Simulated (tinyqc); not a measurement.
# Shallow acceptor in the spherical model (Baldereschi-Lipari), strong spin-orbit limit, step by step

A worked calculation. Computed by tinyqc, a small Python program that keeps every step. Command: `OMP_NUM_THREADS=1 python tinyqc.py 3000719 3000720 out.jsonl acceptor walk`. One thread of a shared host (Intel(R) Xeon(R) Processor @ 2.30GHz), about 0.01 s of CPU time with the checks. Intermediate numbers are printed to about 7 digits and carried at full precision; extremes and crossings named in words are read from the listed rows.

The 1S(3/2) state has an s envelope f(r) and a d envelope g(r). In effective units they obey -(f'' + 2f'/r + 2f/r) + mu (g'' + 5g'/r + 3g/r^2) = E f and -(g'' + 2g'/r - 6g/r^2 + 2g/r) + mu (f'' - f'/r) = E g. The cubic term, the split-off band and the central cell are left out.

Inputs (values chosen for the exercise, modelled on InP):

| quantity | value | unit |
|---|---|---|
| Luttinger gamma_1 | 5.03 | - |
| Luttinger gamma_2 | 1.63 | - |
| Luttinger gamma_3 | 2.1 | - |
| dielectric constant eps | 12.7 | - |
| spin-orbit gap Delta_so | 111 | meV |
| functions per channel n | 3 | - |
| smallest exponent zeta_1 | 1.2 | 1/a* |
| ratio beta of exponents | 1.9 | - |

Constants: Ry = 13.605693123 eV; a_0 = 0.529177210903 angstrom.

## Effective units and couplings

Ry* = Ry/(gamma_1 eps^2), a* = a_0 eps gamma_1, mu = (6 gamma_3 + 4 gamma_2)/(5 gamma_1), delta = (gamma_3 - gamma_2)/gamma_1; spherical masses 1/(gamma_1 (1 - mu)) (heavy) and 1/(gamma_1 (1 + mu)) (light).

Ry* = 16.77047 meV

a* = 33.80437 angstrom

mu = 0.7602386

delta = 0.09343936

heavy-hole mass = 0.8291874 m_0

light-hole mass = 0.1129433 m_0

## Matrices in a small basis

zeta_i = zeta_1 beta^(i-1), i = 1..n, in both channels. Basis: f_i = exp(-zeta_i r), g_i = r exp(-zeta_i r), weight r^2 dr, s = zeta_i + zeta_j. S_ff = 2/s^3, H_ff = zeta_i zeta_j S_ff - 2/s^2; S_gg = 24/s^5, H_gg = 8/s^3 + 24 zeta_i zeta_j/s^5 - 12/s^4; H(f_i, g_j) = mu (6 zeta_i^2/s^4 + 2 zeta_i/s^3); S_fg = 0. Each function is normalised by sqrt(S_ii).

H (Ry*):
```
            f1          f2          f3        g1        g2        g3
f1       -0.96  -0.6391449  -0.1868418  1.580126  2.098871  2.109554
f2  -0.6391449      0.6384    2.804815  3.059371  5.704256  7.576925
f3  -0.1868418    2.804815    10.10222  4.280094  11.04433  20.59236
g1    1.580126    3.059371    4.280094      2.16  3.907092  4.807661
g2    2.098871    5.704256    11.04433  3.907092    9.8496  16.41448
g3    2.109554    7.576925    20.59236  4.807661  16.41448  39.45586
```

S:
```
          f1        f2        f3        g1        g2        g3
f1  1.000000  0.859066  0.560077  0.000000  0.000000  0.000000
f2  0.859066  1.000000  0.859066  0.000000  0.000000  0.000000
f3  0.560077  0.859066  1.000000  0.000000  0.000000  0.000000
g1  0.000000  0.000000  0.000000  1.000000  0.776326  0.380551
g2  0.000000  0.000000  0.000000  0.776326  1.000000  0.776326
g3  0.000000  0.000000  0.000000  0.380551  0.776326  1.000000
```

## Lowest level in the small basis

H c = E S c with c^T S c = 1 and the largest component positive; the d weight is the part of the norm in g.

E = -2.211290 Ry*

coefficients: f1 -0.0242012, f2 0.7511455, f3 0.1442573, g1 -0.1089892, g2 -0.4159822, g3 -0.0108713

d weight = 0.2633548

## Converged levels

Large basis: zeta_i = 0.08 x 1.55^(i-1), i = 1..20 in each channel; overlap eigenvalues below 1e-11 are dropped. Binding energies are -E Ry*; the mass that fits is E(1S) eps^2/Ry.

1S(3/2) binding in Ry* = 2.219141

1S(3/2) binding energy = 37.21604 meV

2S(3/2) binding energy = 11.04445 meV

d weight of 1S(3/2) = 0.2667731

Hydrogenic mass that fits = 0.4411811 m_0

The small basis recovers 99.6 % of the binding. The ratio 2S/1S is 0.297 against the hydrogenic 0.25. The fitted mass is 53 % of the heavy-hole mass. Caution: the binding exceeds a fifth of the spin-orbit gap Delta_so, so the split-off band, left out, matters.

## One mass for the acceptor?

Hydrogenic binding Ry m/eps^2; the density-of-states mass is (m_H^(3/2) + m_L^(3/2))^(2/3); errors are against the large basis.

1S binding energy:

| mass | value (m_0) | binding (meV) | error (%) |
|---|---|---|---|
| light hole | 0.1129433 | 9.52738 | -74.39979 |
| 1/gamma_1 | 0.1988072 | 16.77047 | -54.93751 |
| mean of heavy and light | 0.4710653 | 39.73694 | 6.77370 |
| heavy hole | 0.8291874 | 69.94649 | 87.94718 |
| density of states | 0.8567486 | 72.27143 | 94.19433 |

The coupled result, 37.22 meV, lies between the 1/gamma_1 value (no coupling) and the heavy-hole value; the closest single rule here is "mean of heavy and light", off by +6.8 %.

## Binding against mu

The formulas are those given above.

1S(3/2):

| mu | binding (Ry*) | d weight | binding x (1 - mu) |
|---|---|---|---|
| 0.10 | 1.009075 | 0.0042365 | 0.9081674 |
| 0.23 | 1.050156 | 0.0225552 | 0.8086200 |
| 0.46 | 1.240509 | 0.0923911 | 0.6698751 |
| 0.50 | 1.298539 | 0.1097889 | 0.6492697 |
| 0.76 | 2.217340 | 0.2665907 | 0.5321616 |
| 0.80 | 2.580198 | 0.2982800 | 0.5160396 |
| 0.90 | 4.768333 | 0.3881797 | 0.4768333 |
| 0.95 | 9.144654 | 0.4400163 | 0.4572327 |

The binding grows from 1.009 to 9.14 Ry*, slowly at first (second order in mu), while the d weight rises to 0.44. The last column, the binding in units of the heavy-hole Rydberg, falls to 0.457, towards about 0.44 as mu tends to 1.

Checks made by the program: mu = 0 against hydrogen, 1 and 1/4 (relative difference 4e-06); the coupling element from the adjoint operator (relative difference below 1e-10).
